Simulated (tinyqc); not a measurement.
RKS/B3LYP (VWN-RPA form) in the sto-3g basis, for BeH2, spin multiplicity 1, step by step (part 1 of 2). Computed by tinyqc, a small Python program that keeps every step (integrals from PySCF). Settings: charge = 0, multiplicity = 1, basis = sto-3g, energy threshold = 1e-10, iteration cap = 63, orthogonalisation = symmetric, start = core, DIIS depth = 6, method = RKS, functional = b3lyp, grid = [15, 50]. Command: `OMP_NUM_THREADS=1 python tinyqc.py 20681 20682 out.jsonl` (the two numbers bound the seeds that draw the settings). One thread of a shared host (Intel(R) Xeon(R) Processor @ 2.60GHz), about 0.6 s of CPU time with the checks. Later iterations appear only in the table of the cycle.

## One-electron integrals

Geometry (angstrom):

| atom | x | y | z |
|---|---|---|---|
| Be | 0.000000 | 0.000000 | 0.000000 |
| H | 0.000000 | 1.543000 | 0.064000 |
| H | 0.000000 | -1.543000 | 0.064000 |

Basis sto-3g: exponents (1/bohr^2) and contraction coefficients of normalised primitives:

| element | l (shell) | exponent | coefficient |
|---|---|---|---|
| Be | s (1) | 30.167871 | 0.154329 |
| Be | s (1) | 5.495115 | 0.535328 |
| Be | s (1) | 1.487193 | 0.444635 |
| Be | s (2) | 1.314833 | -0.099967 |
| Be | s (2) | 0.305539 | 0.399513 |
| Be | s (2) | 0.099371 | 0.700115 |
| Be | p (3) | 1.314833 | 0.155916 |
| Be | p (3) | 0.305539 | 0.607684 |
| Be | p (3) | 0.099371 | 0.391957 |
| H | s (1) | 3.425251 | 0.154329 |
| H | s (1) | 0.623914 | 0.535328 |
| H | s (1) | 0.168855 | 0.444635 |

Overlap, kinetic and nuclear-attraction integrals over the contracted functions; the nuclear repulsion is the sum of Za Zb / Rab.

nuclear repulsion = 2.91274751 hartree

overlap S, lower triangle:
```
           1Be 1s    1Be 2s   1Be 2px    1Be 2py   1Be 2pz     2H 1s     3H 1s
1Be 1s   1.000000
1Be 2s   0.259517  1.000000
1Be 2px  0.000000  0.000000  1.000000
1Be 2py  0.000000  0.000000  0.000000   1.000000
1Be 2pz  0.000000  0.000000  0.000000   0.000000  1.000000
2H 1s    0.044357  0.380233  0.000000   0.462077  0.019166  1.000000
3H 1s    0.044357  0.380233  0.000000  -0.462077  0.019166  0.015204  1.000000
```

kinetic energy T (hartree), lower triangle:
```
            1Be 1s    1Be 2s   1Be 2px    1Be 2py   1Be 2pz      2H 1s     3H 1s
1Be 1s    6.693975
1Be 2s   -0.033012  0.211111
1Be 2px   0.000000  0.000000  0.660592
1Be 2py   0.000000  0.000000  0.000000   0.660592
1Be 2pz   0.000000  0.000000  0.000000   0.000000  0.660592
2H 1s    -0.012274  0.041405  0.000000   0.131232  0.005443   0.760032
3H 1s    -0.012274  0.041405  0.000000  -0.131232  0.005443  -0.005920  0.760032
```

nuclear attraction V (hartree), lower triangle:
```
             1Be 1s     1Be 2s    1Be 2px    1Be 2py    1Be 2pz      2H 1s      3H 1s
1Be 1s   -15.246410
1Be 2s    -2.077097  -2.973708
1Be 2px    0.000000   0.000000  -2.892646
1Be 2py    0.000000   0.000000   0.000000  -3.080077
1Be 2pz   -0.001123  -0.010341   0.000000   0.000000  -2.892969
2H 1s     -0.353321  -1.043251   0.000000  -1.235455  -0.052117  -2.764147
3H 1s     -0.353321  -1.043251   0.000000   1.235455  -0.052117  -0.049899  -2.764147
```

core Hamiltonian H = T + V (hartree), lower triangle:
```
            1Be 1s     1Be 2s    1Be 2px    1Be 2py    1Be 2pz      2H 1s      3H 1s
1Be 1s   -8.552435
1Be 2s   -2.110110  -2.762598
1Be 2px   0.000000   0.000000  -2.232054
1Be 2py   0.000000   0.000000   0.000000  -2.419485
1Be 2pz  -0.001123  -0.010341   0.000000   0.000000  -2.232377
2H 1s    -0.365595  -1.001846   0.000000  -1.104224  -0.046674  -2.004115
3H 1s    -0.365595  -1.001846   0.000000   1.104224  -0.046674  -0.055818  -2.004115
```

## Two-electron integrals

Functions are numbered as in S; the eight-fold symmetry (ij|kl) = (ji|kl) = (kl|ij) leaves the list below.

Two-electron integrals (ij|kl) in chemists' order, unique and non-zero (hartree):
```
(11|11) 2.298831    (21|11) 0.392036    (21|21) 0.079539    (22|11) 0.570988
(22|21) 0.143041    (22|22) 0.417683    (31|31) 0.014607    (32|31) 0.021888
(32|32) 0.092265    (33|11) 0.569578    (33|21) 0.143083    (33|22) 0.417589
(33|33) 0.449859    (41|41) 0.014607    (42|41) 0.021888    (42|42) 0.092265
(43|43) 0.024249    (44|11) 0.569578    (44|21) 0.143083    (44|22) 0.417589
(44|33) 0.401360    (44|44) 0.449859    (51|51) 0.014607    (52|51) 0.021888
(52|52) 0.092265    (53|53) 0.024249    (54|54) 0.024249    (55|11) 0.569578
(55|21) 0.143083    (55|22) 0.417589    (55|33) 0.401360    (55|44) 0.401360
(55|55) 0.449859    (61|11) 0.066151    (61|21) 0.013414    (61|22) 0.024335
(61|33) 0.024167    (61|41) 0.001180    (61|42) 0.002233    (61|44) 0.024682
(61|51) 0.000049    (61|52) 0.000093    (61|54) 0.000021    (61|55) 0.024168
(61|61) 0.002371    (62|11) 0.172623    (62|21) 0.043943    (62|22) 0.141401
(62|33) 0.135896    (62|41) 0.005723    (62|42) 0.036226    (62|44) 0.152255
(62|51) 0.000237    (62|52) 0.001503    (62|54) 0.000679    (62|55) 0.135924
(62|61) 0.008200    (62|62) 0.073560    (63|31) 0.003872    (63|32) 0.018515
(63|43) 0.006141    (63|53) 0.000255    (63|63) 0.006426    (64|11) 0.189672
(64|21) 0.048843    (64|22) 0.164662    (64|33) 0.154925    (64|41) 0.009227
(64|42) 0.056114    (64|44) 0.183940    (64|51) 0.000222    (64|52) 0.001560
(64|54) 0.000949    (64|55) 0.154954    (64|61) 0.009486    (64|62) 0.097066
(64|64) 0.131716    (65|11) 0.007867    (65|21) 0.002026    (65|22) 0.006830
(65|33) 0.006426    (65|41) 0.000222    (65|42) 0.001560    (65|44) 0.007120
(65|51) 0.003881    (65|52) 0.018579    (65|54) 0.006170    (65|55) 0.006937
(65|61) 0.000393    (65|62) 0.004026    (65|64) 0.005197    (65|65) 0.006642
(66|11) 0.341283    (66|21) 0.088382    (66|22) 0.319599    (66|33) 0.296711
(66|41) 0.012972    (66|42) 0.107741    (66|44) 0.364979    (66|51) 0.000538
(66|52) 0.004469    (66|54) 0.002832    (66|55) 0.296828    (66|61) 0.016841
(66|62) 0.214607    (66|64) 0.299657    (66|65) 0.012429    (66|66) 0.774606
(71|11) 0.066151    (71|21) 0.013414    (71|22) 0.024335    (71|33) 0.024167
(71|41) -0.001180   (71|42) -0.002233   (71|44) 0.024682    (71|51) 0.000049
(71|52) 0.000093    (71|54) -0.000021   (71|55) 0.024168    (71|61) 0.002167
(71|62) 0.006924    (71|64) 0.007446    (71|65) 0.000336    (71|66) 0.013808
(71|71) 0.002371    (72|11) 0.172623    (72|21) 0.043943    (72|22) 0.141401
(72|33) 0.135896    (72|41) -0.005723   (72|42) -0.036226   (72|44) 0.152255
(72|51) 0.000237    (72|52) 0.001503    (72|54) -0.000679   (72|55) 0.135924
(72|61) 0.006924    (72|62) 0.036755    (72|64) 0.039468    (72|65) 0.001991
(72|66) 0.078664    (72|71) 0.008200    (72|72) 0.073560    (73|31) 0.003872
(73|32) 0.018515    (73|43) -0.006141   (73|53) 0.000255    (73|63) 0.002469
(73|73) 0.006426    (74|11) -0.189672   (74|21) -0.048843   (74|22) -0.164662
(74|33) -0.154925   (74|41) 0.009227    (74|42) 0.056114    (74|44) -0.183940
(74|51) -0.000222   (74|52) -0.001560   (74|54) 0.000949    (74|55) -0.154954
(74|61) -0.007446   (74|62) -0.039468   (74|64) -0.041272   (74|65) -0.002107
(74|66) -0.084156   (74|71) -0.009486   (74|72) -0.097066   (74|74) 0.131716
(75|11) 0.007867    (75|21) 0.002026    (75|22) 0.006830    (75|33) 0.006426
(75|41) -0.000222   (75|42) -0.001560   (75|44) 0.007120    (75|51) 0.003881
(75|52) 0.018579    (75|54) -0.006170   (75|55) 0.006937    (75|61) 0.000336
(75|62) 0.001991    (75|64) 0.002107    (75|65) 0.002574    (75|66) 0.004341
(75|71) 0.000393    (75|72) 0.004026    (75|74) -0.005197   (75|75) 0.006642
(76|11) 0.009410    (76|21) 0.002330    (76|22) 0.006610    (76|33) 0.006519
(76|44) 0.006786    (76|51) 0.000026    (76|52) 0.000130    (76|55) 0.006523
(76|61) 0.000398    (76|62) 0.002296    (76|64) 0.002710    (76|65) 0.000138
(76|66) 0.005318    (76|71) 0.000398    (76|72) 0.002296    (76|74) -0.002710
(76|75) 0.000138    (76|76) 0.000106    (77|11) 0.341283    (77|21) 0.088382
(77|22) 0.319599    (77|33) 0.296711    (77|41) -0.012972   (77|42) -0.107741
(77|44) 0.364979    (77|51) 0.000538    (77|52) 0.004469    (77|54) -0.002832
(77|55) 0.296828    (77|61) 0.013808    (77|62) 0.078664    (77|64) 0.084156
(77|65) 0.004341    (77|66) 0.171470    (77|71) 0.016841    (77|72) 0.214607
(77|74) -0.299657   (77|75) 0.012429    (77|76) 0.005318    (77|77) 0.774606
```

## Orthogonalisation

S = U s U^T; symmetric (Loewdin) form X = U s^(-1/2) U^T, so that X^T S X = 1.

eigenvalues of S: 0.338878  0.431328  0.951132  1.000000  1.002827  1.629917  1.645918

X, lower triangle:
```
            1Be 1s     1Be 2s   1Be 2px    1Be 2py    1Be 2pz      2H 1s     3H 1s
1Be 1s    1.028562
1Be 2s   -0.151111   1.170996
1Be 2px   0.000000   0.000000  1.000000
1Be 2py   0.000000   0.000000  0.000000   1.243186
1Be 2pz  -0.000761   0.007091  0.000000   0.000000   1.000348
2H 1s     0.020893  -0.237565  0.000000  -0.331738  -0.011715   1.192034
3H 1s     0.020893  -0.237565  0.000000   0.331738  -0.011715  -0.062068  1.192034
```

## Starting guess

The start is the orbitals of the core Hamiltonian; D = 2 C_occ C_occ^T.

D at the start, lower triangle:
```
            1Be 1s    1Be 2s   1Be 2px    1Be 2py   1Be 2pz     2H 1s     3H 1s
1Be 1s    2.139848
1Be 2s   -0.526158  1.940227
1Be 2px   0.000000  0.000000  0.000000
1Be 2py   0.000000  0.000000  0.000000   2.123528
1Be 2pz  -0.027917  0.112489  0.000000   0.000000  0.006525
2H 1s    -0.016453  0.114962  0.000000  -0.069239  0.006684  0.009178
3H 1s    -0.016453  0.114962  0.000000   0.069239  0.006684  0.004663  0.009178
```

## Iteration 1: exchange-correlation on the grid

Becke grid with 15 radial and 50 angular points per atom, points of zero weight dropped. rho = sum D_ij phi_i phi_j; V_xc,ij = sum w v_xc phi_i phi_j plus the gradient terms; v_xc is d(rho eps)/d rho at fixed gradient. Exact exchange is left to K.

The 16 grid points with the largest w rho, of 2234 (bohr, atomic units):

| x | y | z | w | rho | \|grad rho\|^2 | eps_xc | v_xc |
|---|---|---|---|---|---|---|---|
| 0.000000 | 1.446611 | 1.446611 | 0.764916 | 0.044815 | 0.003781 | -0.258848 | -0.312494 |
| 0.000000 | -1.446611 | 1.446611 | 0.764916 | 0.044815 | 0.003781 | -0.258848 | -0.312494 |
| 1.446611 | 1.446611 | 0.000000 | 0.787009 | 0.042331 | 0.003502 | -0.255050 | -0.306730 |
| -1.446611 | -1.446611 | 0.000000 | 0.787009 | 0.042331 | 0.003502 | -0.255050 | -0.306730 |
| 1.446611 | -1.446611 | 0.000000 | 0.787009 | 0.042331 | 0.003502 | -0.255050 | -0.306730 |
| -1.446611 | 1.446611 | 0.000000 | 0.787009 | 0.042331 | 0.003502 | -0.255050 | -0.306730 |
| 0.000000 | -1.446611 | -1.446611 | 0.804848 | 0.040034 | 0.003251 | -0.251426 | -0.301208 |
| 0.000000 | 1.446611 | -1.446611 | 0.804848 | 0.040034 | 0.003251 | -0.251426 | -0.301208 |
| 0.422116 | 1.266348 | 0.422116 | 0.268017 | 0.117891 | 0.013219 | -0.337929 | -0.429063 |
| -0.422116 | -1.266348 | 0.422116 | 0.268017 | 0.117891 | 0.013219 | -0.337929 | -0.429063 |
| 0.422116 | -1.266348 | 0.422116 | 0.268017 | 0.117891 | 0.013219 | -0.337929 | -0.429063 |
| -0.422116 | 1.266348 | 0.422116 | 0.268017 | 0.117891 | 0.013219 | -0.337929 | -0.429063 |
| -0.422116 | -1.266348 | -0.422116 | 0.269959 | 0.113969 | 0.013383 | -0.334946 | -0.424097 |
| 0.422116 | 1.266348 | -0.422116 | 0.269959 | 0.113969 | 0.013383 | -0.334946 | -0.424097 |
| 0.422116 | -1.266348 | -0.422116 | 0.269959 | 0.113969 | 0.013383 | -0.334946 | -0.424097 |
| -0.422116 | 1.266348 | -0.422116 | 0.269959 | 0.113969 | 0.013383 | -0.334946 | -0.424097 |

electrons on the grid, sum of w rho = 5.999306

E_xc = sum of w rho eps_xc = -2.90931542 hartree

V_xc (hartree), lower triangle:
```
            1Be 1s     1Be 2s    1Be 2px    1Be 2py    1Be 2pz      2H 1s      3H 1s
1Be 1s   -1.220795
1Be 2s   -0.182728  -0.294803
1Be 2px   0.000000   0.000000  -0.272147
1Be 2py   0.000000   0.000000   0.000000  -0.333239
1Be 2pz  -0.000889  -0.006137   0.000000   0.000000  -0.272204
2H 1s    -0.031551  -0.104264   0.000000  -0.124562  -0.005695  -0.232921
3H 1s    -0.031551  -0.104264   0.000000   0.124562  -0.005695  -0.005054  -0.232921
```

## Iteration 1: building the Kohn-Sham matrix

J_ij = sum D_kl (ij|kl), K_ij = sum D_kl (ik|jl); F = H + J - 0.1 K + V_xc; E = tr D H + tr D J / 2 - 0.05 tr D K + E_xc + E_nn.

Coulomb J (hartree), lower triangle:
```
           1Be 1s    1Be 2s   1Be 2px    1Be 2py   1Be 2pz     2H 1s     3H 1s
1Be 1s   6.856740
1Be 2s   1.345000  2.795119
1Be 2px  0.000000  0.000000  2.757052
1Be 2py  0.000000  0.000000  0.000000   2.860768
1Be 2pz  0.004267  0.020368  0.000000   0.000000  2.757389
2H 1s    0.228520  0.930779  0.000000   1.076431  0.047708  2.057567
3H 1s    0.228520  0.930779  0.000000  -1.076431  0.047708  0.045373  2.057567
```

exchange K (hartree), lower triangle:
```
           1Be 1s    1Be 2s   1Be 2px    1Be 2py   1Be 2pz     2H 1s     3H 1s
1Be 1s   4.693591
1Be 2s   0.829468  1.080437
1Be 2px  0.000000  0.000000  0.245597
1Be 2py  0.000000  0.000000  0.000000   1.118996
1Be 2pz  0.002827  0.056437  0.000000   0.000000  0.248578
2H 1s    0.154096  0.426722  0.000000   0.443879  0.024518  0.435310
3H 1s    0.154096  0.426722  0.000000  -0.443879  0.024518  0.011850  0.435310
```

Kohn-Sham matrix F (hartree), lower triangle:
```
            1Be 1s     1Be 2s   1Be 2px    1Be 2py    1Be 2pz      2H 1s      3H 1s
1Be 1s   -3.385849
1Be 2s   -1.030784  -0.370325
1Be 2px   0.000000   0.000000  0.228291
1Be 2py   0.000000   0.000000  0.000000  -0.003855
1Be 2pz   0.001972  -0.001753  0.000000   0.000000   0.227951
2H 1s    -0.184035  -0.218004  0.000000  -0.196742  -0.007113  -0.223000
3H 1s    -0.184035  -0.218004  0.000000   0.196742  -0.007113  -0.016685  -0.223000
```

total energy of this density = -14.98167388 hartree

## Iteration 1: diagonalisation and new density

Diagonalise F' = X^T F X, C = X C', fill 3 alpha and 3 beta electrons from the bottom; D = 2 C_occ C_occ^T. Each column has its largest component positive (the first on a tie).

F' = X^T F X (hartree), lower triangle:
```
           1          2         3          4          5          6          7
1  -3.283339
2  -0.606106  -0.031192
3   0.000000   0.000000  0.228291
4   0.000000   0.000000  0.000000   0.273187
5   0.000956   0.005869  0.000000   0.000000   0.228406
6  -0.011269  -0.164072  0.000000  -0.262616  -0.009456  -0.055567
7  -0.011269  -0.164072  0.000000   0.262616  -0.009456  -0.057637  -0.055567
```

orbital energies (hartree): MO1 -3.393618, MO2 -0.261938, MO3 -0.257733, MO4 0.216027, MO5 0.228291, MO6 0.240200, MO7 0.532990

coefficients C:
```
               MO1        MO2        MO3        MO4       MO5        MO6        MO7
1Be 1s    0.985414  -0.173264   0.000000  -0.206021  0.000000  -0.195301   0.000000
1Be 2s    0.054555   0.370664   0.000000   0.840383  0.000000   0.812638   0.000000
1Be 2px   0.000000   0.000000   0.000000   0.000000  1.000000   0.000000   0.000000
1Be 2py   0.000000   0.000000   0.328175   0.000000  0.000000   0.000000   1.287600
1Be 2pz  -0.000256   0.006592   0.000000  -0.683925  0.000000   0.730223   0.000000
2H 1s    -0.007947   0.534739   0.536487  -0.445865  0.000000  -0.458932  -0.780139
3H 1s    -0.007947   0.534739  -0.536487  -0.445865  0.000000  -0.458932   0.780139
```

D after iteration 1, lower triangle:
```
            1Be 1s    1Be 2s   1Be 2px    1Be 2py   1Be 2pz      2H 1s     3H 1s
1Be 1s    2.002123
1Be 2s   -0.020927  0.280736
1Be 2px   0.000000  0.000000  0.000000
1Be 2py   0.000000  0.000000  0.000000   0.215397
1Be 2pz  -0.002789  0.004859  0.000000   0.000000  0.000087
2H 1s    -0.200963  0.395549  0.000000   0.352123  0.007054   1.147654
3H 1s    -0.200963  0.395549  0.000000  -0.352123  0.007054  -0.003620  1.147654
```

## Iteration 2: exchange-correlation on the grid

As before.

The 16 grid points with the largest w rho, of 2234 (bohr, atomic units):

| x | y | z | w | rho | \|grad rho\|^2 | eps_xc | v_xc |
|---|---|---|---|---|---|---|---|
| 0.616837 | 1.850511 | 0.616837 | 0.423493 | 0.059201 | 0.008246 | -0.282816 | -0.340281 |
| -0.616837 | 1.850511 | 0.616837 | 0.423493 | 0.059201 | 0.008246 | -0.282816 | -0.340281 |
| -0.616837 | -1.850511 | 0.616837 | 0.423493 | 0.059201 | 0.008246 | -0.282816 | -0.340281 |
| 0.616837 | -1.850511 | 0.616837 | 0.423493 | 0.059201 | 0.008246 | -0.282816 | -0.340281 |
| 0.616837 | 1.850511 | -0.616837 | 0.477738 | 0.049642 | 0.005993 | -0.269381 | -0.321677 |
| -0.616837 | -1.850511 | -0.616837 | 0.477738 | 0.049642 | 0.005993 | -0.269381 | -0.321677 |
| -0.616837 | 1.850511 | -0.616837 | 0.477738 | 0.049642 | 0.005993 | -0.269381 | -0.321677 |
| 0.616837 | -1.850511 | -0.616837 | 0.477738 | 0.049642 | 0.005993 | -0.269381 | -0.321677 |
| 0.000000 | -0.220633 | -0.220633 | 0.005498 | 3.095518 | 500.360730 | -1.013697 | -1.147791 |
| 0.000000 | 0.220633 | -0.220633 | 0.005498 | 3.095518 | 500.360730 | -1.013697 | -1.147791 |
| 0.220633 | 0.220633 | 0.000000 | 0.005498 | 3.094801 | 500.285123 | -1.013655 | -1.147694 |
| -0.220633 | -0.220633 | 0.000000 | 0.005498 | 3.094801 | 500.285123 | -1.013655 | -1.147694 |
| 0.220633 | -0.220633 | 0.000000 | 0.005498 | 3.094801 | 500.285123 | -1.013655 | -1.147694 |
| -0.220633 | 0.220633 | 0.000000 | 0.005498 | 3.094801 | 500.285123 | -1.013655 | -1.147694 |
| 0.000000 | 0.220633 | 0.220633 | 0.005498 | 3.094086 | 500.208560 | -1.013613 | -1.147597 |
| 0.000000 | -0.220633 | 0.220633 | 0.005498 | 3.094086 | 500.208560 | -1.013613 | -1.147597 |

electrons on the grid, sum of w rho = 6.001203

E_xc = sum of w rho eps_xc = -2.98759902 hartree

V_xc (hartree), lower triangle:
```
            1Be 1s     1Be 2s    1Be 2px    1Be 2py    1Be 2pz      2H 1s      3H 1s
1Be 1s   -1.199965
1Be 2s   -0.171404  -0.236551
1Be 2px   0.000000   0.000000  -0.206444
1Be 2py   0.000000   0.000000   0.000000  -0.292020
1Be 2pz  -0.000098  -0.003163   0.000000   0.000000  -0.206553
2H 1s    -0.029272  -0.114328   0.000000  -0.152375  -0.006339  -0.399513
3H 1s    -0.029272  -0.114328   0.000000   0.152375  -0.006339  -0.004352  -0.399513
```

## Iteration 2: building the Kohn-Sham matrix

As before.

Coulomb J (hartree), lower triangle:
```
           1Be 1s    1Be 2s   1Be 2px    1Be 2py   1Be 2pz     2H 1s     3H 1s
1Be 1s   6.139770
1Be 2s   1.183008  2.514257
1Be 2px  0.000000  0.000000  2.433072
1Be 2py  0.000000  0.000000  0.000000   2.666567
1Be 2pz  0.002125  0.016055  0.000000   0.000000  2.433444
2H 1s    0.201278  0.930279  0.000000   1.127178  0.048263  2.423950
3H 1s    0.201278  0.930279  0.000000  -1.127178  0.048263  0.041401  2.423950
```

exchange K (hartree), lower triangle:
```
            1Be 1s    1Be 2s   1Be 2px    1Be 2py   1Be 2pz     2H 1s     3H 1s
1Be 1s    4.586749
1Be 2s    0.819784  0.698443
1Be 2px   0.000000  0.000000  0.109027
1Be 2py   0.000000  0.000000  0.000000   0.794229
1Be 2pz  -0.000865  0.020682  0.000000   0.000000  0.109882
2H 1s     0.138365  0.535577  0.000000   0.642550  0.024026  1.316491
3H 1s     0.138365  0.535577  0.000000  -0.642550  0.024026  0.018123  1.316491
```

Kohn-Sham matrix F (hartree), lower triangle:
```
            1Be 1s     1Be 2s    1Be 2px    1Be 2py    1Be 2pz      2H 1s      3H 1s
1Be 1s   -4.071304
1Be 2s   -1.180485  -0.554736
1Be 2px   0.000000   0.000000  -0.016329
1Be 2py   0.000000   0.000000   0.000000  -0.124360
1Be 2pz   0.000990   0.000482   0.000000   0.000000  -0.016474
2H 1s    -0.207426  -0.239453   0.000000  -0.193675  -0.007153  -0.111328
3H 1s    -0.207426  -0.239453   0.000000   0.193675  -0.007153  -0.020582  -0.111328
```

total energy of this density = -15.56999327 hartree
